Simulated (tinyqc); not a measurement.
Worked calculation: bond unit of a tetrahedral oxide and its oxygen vacancy in tight binding. Values are carried at full precision from step to step, so a last printed digit may differ when a step is redone from the rounded ones.

Two sp3 hybrids h1, h2 at eh = (es + 3 ep)/4 point at one oxygen with orbitals s, px, py, pz; x joins the two cations, z bisects the angle phi, and th = (180 - phi)/2. With u = hbar^2/(m d^2) = 2c/d^2, c = hbar^2/2m0: Vhs = -(1.32 + sqrt3 x 1.42) u/2 and Vhp = (1.42 + sqrt3 x 2.22) u/2. <h|s> = Vhs for both; <h1|px> = Vhp cos(th), <h2|px> = -Vhp cos(th); <h|pz> = Vhp sin(th) for both; py is a lone pair. The unit holds 8 electrons. Coupling between units, which widens the levels into bands, is left out.

Constants: hbar^2/2m0 = 3.80998211 eV angstrom^2.

Inputs chosen for the exercise (near tabulated values for SiO2; the results hold for these values, not for the real material):
```
symbol  value   unit      meaning
es      -14.92  eV        s level of the cation
ep      -7.47   eV        p level of the cation
eos     -34.25  eV        s level of oxygen
eop     -16.75  eV        p level of oxygen
d       1.6     angstrom  cation-oxygen distance
phi     141     degrees   bond angle at oxygen
R       2.9     angstrom  cation-cation distance across the vacancy
```

## Level and couplings

Form eh, u, Vhs, Vhp and th.

eh (hybrid level) = -9.3325 eV
u = 2.9765 eV

Vhs, Vhp (eV): -5.6250  7.8360

th = 19.5 degrees

## The matrix

Fill it in.

H (eV):
```
         h1       h2         s        px        py        pz
h1  -9.3325        0   -5.6250    7.3865         0    2.6157
h2        0  -9.3325   -5.6250   -7.3865         0    2.6157
s   -5.6250  -5.6250  -34.2500         0         0         0
px   7.3865  -7.3865         0  -16.7500         0         0
py        0        0         0         0  -16.7500         0
pz   2.6157   2.6157         0         0         0  -16.7500
```

## Levels, weights and charge

Diagonalise; the four lowest levels are filled. The excess of electrons on oxygen is twice the oxygen weight of the filled levels less 6.

levels (eV): -36.6283  -24.1262  -17.8551  -16.7500  -5.8491  -1.9563

weights:
```
    level 1  level 2  level 3  level 4  level 5  level 6
h1    0.041    0.166    0.040    0.000    0.419    0.334
h2    0.041    0.166    0.040    0.000    0.419    0.334
s     0.915    0.000    0.019    0.000    0.066    0.000
px    0.000    0.667    0.000    0.000    0.000    0.333
py    0.000    0.000    0.000    1.000    0.000    0.000
pz    0.003    0.000    0.901    0.000    0.096    0.000
```

highest filled to lowest empty = 10.9009 eV
excess electrons on oxygen = 1.010

The highest filled level is the py orbital of oxygen (100 %) and the lowest empty one is 84 % cation hybrid, even under exchange of the two cations. The spacing is that of an isolated unit and exceeds the gap of the solid.

## The odd block in closed form

The combination (h1 - h2)/sqrt2 couples to px alone, with W2 = sqrt2 Vhp cos(th); W3 = (eh - eop)/2; levels (eh + eop)/2 -/+ sqrt(W2^2 + W3^2); polarity W3/sqrt(W2^2 + W3^2).

W2, W3 (eV): 10.4461  3.7088

levels of the odd block (eV): -24.1262  -1.9563

polarity = 0.3346

## The neutral oxygen vacancy

Without the oxygen the two hybrids face each other at distance R and couple by -V2, V2 = 3.22 x 2c/R^2, c = hbar^2/2m0: a bond at eh - V2 with two electrons and an antibond at eh + V2. Levels are measured from eop, the lone-pair level that stands for the top of the valence band.

Form V2 and the two levels above eop. R is a chosen distance; in real silica the neutral vacancy relaxes to about 2.5 angstrom.

V2 = 2.9175 eV

levels above eop (eV): bond 4.5000, lone hybrid 7.4175, antibond 10.3350

bond-antibond splitting = 5.8350 eV

The filled bond lies 4.50 eV above the lone pairs, so it can trap a hole; the antibond lies below the lowest empty level of the intact unit (10.90 eV). A lone hybrid, as in a dangling bond, sits at 7.42 eV.

## Checks

- Levels of the odd block against the full matrix: they agree to 1e-10 or better.

tinyqc: `OMP_NUM_THREADS=1 python tinyqc.py 1480803 1480804 out.jsonl`; about 0.01 s, one thread, shared Intel(R) Xeon(R) Processor @ 2.30GHz.
